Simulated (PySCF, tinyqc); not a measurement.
Worked calculation: FCI on RHF in the sto-6g basis, for H4, spin multiplicity 1. The lowest restricted solution is unstable here: a spin-polarised one lies 0.0022 hartree lower (PySCF). Computed by tinyqc, a small Python program that keeps every step (integrals from PySCF). Settings: charge = 0, multiplicity = 1, basis = sto-6g, method = RHF, energy threshold = 1e-10, iteration cap = 72, orthogonalisation = symmetric, start = atomic densities, DIIS depth = 6, ci = FCI, davidson = 1. Command: `OMP_NUM_THREADS=1 python tinyqc.py 28820 28821 out.jsonl` (the two numbers bound the seeds that draw the settings). One thread of a shared host (Intel(R) Xeon(R) Processor @ 2.60GHz), about 0.09 s of CPU time with the checks. The early iterations of the SCF are left out here.

## One-electron integrals

Geometry (angstrom):
```
atom         x         y         z
H     0.000000  0.000000  0.000000
H     0.000000  0.000000  1.148000
H     0.000000  1.937000  0.000000
H     0.000000  1.937000  1.148000
```

Basis sto-6g: exponents (1/bohr^2) and contraction coefficients of normalised primitives:
```
element  l (shell)   exponent  coefficient
H            s (1)  35.523221     0.009164
H            s (1)   6.513144     0.049361
H            s (1)   1.822143     0.168538
H            s (1)   0.625955     0.370563
H            s (1)   0.243077     0.416492
H            s (1)   0.100112     0.130334
```

Overlap, kinetic and nuclear-attraction integrals over the contracted functions; the nuclear repulsion is the sum of Za Zb / Rab.

nuclear repulsion = 1.93833755 hartree

overlap S, lower triangle:
```
          1H 1s     2H 1s     3H 1s     4H 1s
1H 1s  1.000000
2H 1s  0.414194  1.000000
3H 1s  0.132554  0.079506  1.000000
4H 1s  0.079506  0.132554  0.414194  1.000000
```

kinetic energy T (hartree), lower triangle:
```
           1H 1s      2H 1s     3H 1s     4H 1s
1H 1s   0.768522
2H 1s   0.066665   0.768522
3H 1s  -0.010917  -0.011848  0.768522
4H 1s  -0.011848  -0.010917  0.066665  0.768522
```

nuclear attraction V (hartree), lower triangle:
```
           1H 1s      2H 1s      3H 1s      4H 1s
1H 1s  -2.200682
2H 1s  -0.836609  -2.200682
3H 1s  -0.239199  -0.147203  -2.200682
4H 1s  -0.147203  -0.239199  -0.836609  -2.200682
```

core Hamiltonian H = T + V (hartree), lower triangle:
```
           1H 1s      2H 1s      3H 1s      4H 1s
1H 1s  -1.432160
2H 1s  -0.769944  -1.432160
3H 1s  -0.250115  -0.159051  -1.432160
4H 1s  -0.159051  -0.250115  -0.769944  -1.432160
```

## Two-electron integrals

Functions are numbered as in S; the eight-fold symmetry (ij|kl) = (ji|kl) = (kl|ij) leaves the list below.

Two-electron integrals (ij|kl) in chemists' order, unique and non-zero (hartree):
```
(11|11) 0.774999   (21|11) 0.246617   (21|21) 0.105838   (22|11) 0.432560
(22|21) 0.246617   (22|22) 0.774999   (31|11) 0.062703   (31|21) 0.022617
(31|22) 0.044896   (31|31) 0.009044   (32|11) 0.031858   (32|21) 0.014224
(32|22) 0.034602   (32|31) 0.004810   (32|32) 0.003051   (33|11) 0.272000
(33|21) 0.107335   (33|22) 0.234689   (33|31) 0.062703   (33|32) 0.034602
(33|33) 0.774999   (41|11) 0.034602   (41|21) 0.014224   (41|22) 0.031858
(41|31) 0.004810   (41|32) 0.002995   (41|33) 0.031858   (41|41) 0.003051
(42|11) 0.044896   (42|21) 0.022617   (42|22) 0.062703   (42|31) 0.006530
(42|32) 0.004810   (42|33) 0.044896   (42|41) 0.004810   (42|42) 0.009044
(43|11) 0.107335   (43|21) 0.045727   (43|22) 0.107335   (43|31) 0.022617
(43|32) 0.014224   (43|33) 0.246617   (43|41) 0.014224   (43|42) 0.022617
(43|43) 0.105838   (44|11) 0.234689   (44|21) 0.107335   (44|22) 0.272000
(44|31) 0.044896   (44|32) 0.031858   (44|33) 0.432560   (44|41) 0.034602
(44|42) 0.062703   (44|43) 0.246617   (44|44) 0.774999
```

## Orthogonalisation

S = U s U^T; symmetric (Loewdin) form X = U s^(-1/2) U^T, so that X^T S X = 1.

eigenvalues of S: 0.532757  0.638854  1.202135  1.626254

X, lower triangle:
```
           1H 1s      2H 1s      3H 1s     4H 1s
1H 1s   1.079347
2H 1s  -0.231236   1.079347
3H 1s  -0.061706  -0.002243   1.079347
4H 1s  -0.002243  -0.061706  -0.231236  1.079347
```

## Iteration 3 (converged): orbitals

converged F (hartree), lower triangle:
```
           1H 1s      2H 1s      3H 1s      4H 1s
1H 1s  -0.208072
2H 1s  -0.422300  -0.208072
3H 1s  -0.099471  -0.081405  -0.208072
4H 1s  -0.081405  -0.099471  -0.422300  -0.208072
```

Diagonalise F' = X^T F X, C = X C', fill 2 alpha and 2 beta electrons from the bottom; D = 2 C_occ C_occ^T. Each column has its largest component positive (the first on a tie).

F' = X^T F X (hartree), lower triangle:
```
           1          2          3          4
1  -0.032420
2  -0.403959  -0.032420
3  -0.063475   0.001010  -0.032420
4   0.001010  -0.063475  -0.403959  -0.032420
```

orbital energies (hartree): MO1 -0.498845, MO2 -0.373914, MO3 0.307053, MO4 0.436024

coefficients C:
```
            MO1        MO2        MO3        MO4
1H 1s  0.392081   0.456030   0.625560   0.685023
2H 1s  0.392081   0.456030  -0.625560  -0.685023
3H 1s  0.392081  -0.456030   0.625560  -0.685023
4H 1s  0.392081  -0.456030  -0.625560   0.685023
```

D after iteration 3, lower triangle:
```
           1H 1s      2H 1s     3H 1s     4H 1s
1H 1s   0.723382
2H 1s   0.723382   0.723382
3H 1s  -0.108472  -0.108472  0.723382
4H 1s  -0.108472  -0.108472  0.723382  0.723382
```

## Convergence

Stop when the energy changes by less than 1e-10 hartree and every element of the error matrix X^T (F D S - S D F) X is below 3e-06.

Course of the cycle:
```
iteration  E (hartree)     change  largest element of the error matrix
1          -1.37162433          -                             4.01e-16
2          -2.03157919  -6.60e-01                             4.28e-16
3          -2.03157919   1.33e-15                             5.25e-16
```

PySCF RHF in the same basis = -2.03157919 hartree

Converged in 3 iterations.

## Integrals over molecular orbitals

(pq|rs) = sum C_ip C_jq C_kr C_ls (ij|kl), one index at a time.

one-electron integrals over orbitals h = C^T H C (hartree), lower triangle:
```
           1          2          3          4
1  -1.605696
2   0.000000  -1.491461
3   0.000000   0.000000  -1.179111
4   0.000000   0.000000   0.000000  -1.072067
```

Two-electron integrals over orbitals (pq|rs), unique and non-zero (hartree):
```
(11|11) 0.425933   (21|21) 0.176245   (22|11) 0.428582   (22|22) 0.436628
(31|31) 0.109728   (32|32) 0.095790   (33|11) 0.420328   (33|22) 0.425513
(33|33) 0.431074   (41|32) 0.093481   (41|41) 0.091245   (42|31) 0.114845
(42|42) 0.122395   (43|21) 0.177958   (43|43) 0.193887   (44|11) 0.426180
(44|22) 0.434685   (44|33) 0.438375   (44|44) 0.448265
```

## FCI: determinants and Hamiltonian

Hartree-Fock energy = -2.03157919 hartree

Slater-Condon rules over spin orbitals, with the nuclear repulsion added and E(HF) subtracted on the diagonal. Only determinants linked to the reference directly or through others are kept (one block of an abelian symmetry group), so some states are absent.

Occupation strings over the orbitals (2 doubly, a alpha, b beta, 0 empty; spin orbitals ordered 1a 1b 2a 2b ...): 2200 aabb 2020 abab 2002 abba baab 0220 baba 0202 bbaa 0022

H - E(HF) between determinants (hartree), lower triangle:
```
           2200       aabb       2020       abab       2002       abba       baab       0220
2200   0.000000
aabb  -0.021364   0.825112
2020   0.095790   0.093481   0.719166
abab  -0.093481  -0.095790   0.084476   0.963121
2002   0.122395  -0.114845   0.193887   0.177958   1.010818
abba   0.114845  -0.122395  -0.177958  -0.193887  -0.063112   1.008209
baab   0.114845  -0.109728  -0.177958  -0.176245  -0.063112   0.000000   1.008209
0220   0.109728  -0.114845   0.176245   0.177958   0.000000  -0.063112  -0.063112   1.006947
baba  -0.093481  -0.091245   0.084476   0.000000   0.177958  -0.176245  -0.193887   0.177958
0202   0.091245   0.093481   0.000000   0.084476   0.176245  -0.177958  -0.177958   0.193887
bbaa  -0.021364   0.000000   0.093481  -0.091245  -0.114845  -0.109728  -0.122395  -0.114845
0022   0.000000  -0.021364   0.091245  -0.093481   0.109728   0.114845   0.114845   0.122395

           baba      0202       bbaa      0022
baba   0.963121
0202   0.084476  1.221706
bbaa  -0.095790  0.093481   0.825112
0022  -0.093481  0.095790  -0.021364  1.712625
```

## FCI: roots

Diagonalise (each vector has its largest component positive (the first on a tie)); all determinants have Ms = 0, so triplets appear too. The lowest singlet root is the correlation energy.

lowest roots of this matrix, relative to E(HF) (hartree): -0.098807  0.368447  0.405954  0.779533  0.824000  0.957567  1.006261  1.014875

lowest vectors:
```
         root 1     root 2    root 3     root 4
2200   0.947064   0.037086  0.000000   0.277719
aabb   0.010213  -0.261896  0.408248   0.151405
2020  -0.139984   0.637632  0.000000   0.581945
abab   0.104893   0.120509  0.408248  -0.324717
2002  -0.116415  -0.402547  0.000000   0.278047
abba  -0.115106   0.141387  0.408248   0.173313
baab  -0.115106   0.141387  0.408248   0.173313
0220  -0.107461  -0.393699  0.000000   0.362219
baba   0.104893   0.120509  0.408248  -0.324717
0202  -0.083748   0.262151  0.000000  -0.077590
bbaa   0.010213  -0.261896  0.408248   0.151405
0022   0.051455  -0.008979  0.000000  -0.229945
```

<S^2> of these roots: 0.000000  0.000000  6.000000  0.000000  2.000000  2.000000  0.000000  2.000000

weight of the ground state by excitation level 0, 1, 2, ...: 0.896930  0.000000  0.100422  0.000000  0.002648

The reference has a weight of only 0.90: one determinant is a poor start here.

## The lowest root by the Davidson method

Start from the reference; add the residual divided by (theta - H_ii), orthogonalised, at each step.

Davidson iterations:
```
iteration  subspace  lowest Ritz value (hartree)  residual norm
1                 1                   0.00000000       2.99e-01
2                 2                  -0.09335369       9.46e-02
3                 3                  -0.09872078       1.12e-02
4                 4                  -0.09880490       1.69e-03
5                 5                  -0.09880682       6.38e-04
6                 6                  -0.09880745       1.06e-04
7                 7                  -0.09880747       1.19e-05
8                 8                  -0.09880747       1.08e-06
9                 9                  -0.09880747       1.82e-16
```
